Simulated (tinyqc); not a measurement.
# Changing the acceptor density N_A

Model: charge neutrality of a doped semiconductor with incomplete ionisation. Computed by tinyqc, a small Python program. Command: `OMP_NUM_THREADS=1 python tinyqc.py 3022779 3022780 out.jsonl dopant sweep`. One thread of a shared host (Intel(R) Xeon(R) Processor @ 2.30GHz), about 0.07 s of CPU time with the checks.

Energies are counted from the top of the valence band; E_D is measured down from the conduction band and E_A up from the valence band.

Inputs (values chosen for the exercise, modelled on ZnSe):
```
quantity,value,unit
gap at 0 K E_g0,2.84,eV
Varshni alpha,0.000728,eV/K
Varshni beta,292,K
electron mass m_e,0.148,m_0
valleys M_c,1,-
hole mass m_h,0.764,m_0
acceptor depth E_A,0.113,eV
acceptor degeneracy g_A,4,-
static dielectric constant eps_s,9.24,-
temperature T,250,K
iteration cap,60,-
```

Doping: p-type. Statistics of the bands: Fermi-Dirac. Solver: bisection. Start of Newton steps: intrinsic level E_i.

Constants: m_0 = 9.1093837015e-31 kg; k_B = 1.380649e-23 J/K; h = 6.62607015e-34 J s; k_B = 8.617333262e-05 eV/K.

Method:
- E_g = E_g0 - alpha T^2/(T + beta).
- N_c = 2 M_c (2 pi m_e k_B T/h^2)^(3/2) and N_v = 2 (2 pi m_h k_B T/h^2)^(3/2), masses in units of m_0.
- n_i = sqrt(N_c N_v) exp(-E_g/(2 k_B T)); E_i = E_g/2 + (k_B T/2) ln(N_v/N_c).
- n = N_c F_1/2((E_F - E_g)/k_B T), p = N_v F_1/2(-E_F/k_B T).
- F_1/2(eta) = (2/sqrt(pi)) int_0^infinity sqrt(x)/(1 + exp(x - eta)) dx, by the trapezoid rule in t = sqrt(x) with step 0.02 up to t = 12 (for eta < -12 by exp(eta) - exp(2 eta)/2^(3/2)).
- N_A- = N_A/(1 + g_A exp((E_A - E_F)/k_B T)).
- Neutrality: p + N_D+ = n + N_A-; the log ratio is ln[(p + N_D+)/(n + N_A-)].
- Bisection of the log ratio between E = -0.3 and E_g + 0.3 eV; stop when |log ratio| < 1e-9.

One run for each value:
```
acceptor density N_A (cm^-3),majority density p (cm^-3),ionised share of the acceptors,distance of E_F from the majority band edge (eV),minority density n (cm^-3)
8.20e+15,6.0333e+15,0.73577,0.16493,6.3306e-35
2.60e+16,1.4124e+16,0.54322,0.14660,2.7037e-35
8.20e+16,2.9648e+16,0.36156,0.13062,1.2874e-35
2.60e+17,5.8187e+16,0.22380,0.11607,6.5547e-36
8.20e+17,1.0913e+17,0.13308,0.10249,3.4900e-36
2.60e+18,2.0025e+17,0.07702,0.08936,1.8971e-36
8.20e+18,3.6112e+17,0.04404,0.07656,1.0473e-36
2.60e+19,6.4688e+17,0.02488,0.06383,5.8005e-37
8.20e+19,1.1472e+18,0.01399,0.05119,3.2257e-37
```

What does the table show, and why?

Over the rows, majority density p (cm^-3) rises from 6.03e15 to 1.15e18 (exponent d ln y / d ln x 0.74 between the first rows and 0.50 between the last); ionised share of the acceptors falls from 0.736 to 0.0140 (exponent d ln y / d ln x -0.26 between the first rows and -0.50 between the last); distance of E_F from the majority band edge (eV) falls from 0.165 to 0.0512 (exponent d ln y / d ln x -0.10 between the first rows and -0.19 between the last). At the high end the exponent of majority density p is 0.50, close to 0.50: the exponent of weak ionisation without compensation, p = sqrt(p1 N_A). The ionised share drops below one half once E_F falls below E_A + k_B T ln g_A, between 2.60e16 and 8.20e16 cm^-3.

Caution (rows 2.60e19, 8.20e19): N^(1/3) a is above 0.2 for the radius a = e^2/(8 pi eps_0 eps_s E) of the dopant: near the Mott value, 0.26, the level broadens, and above it the level has merged with the band and all dopants are ionised, so such results of a fixed depth are only formal.

Extremes, crossings and ranges named in words are read from the listed rows.
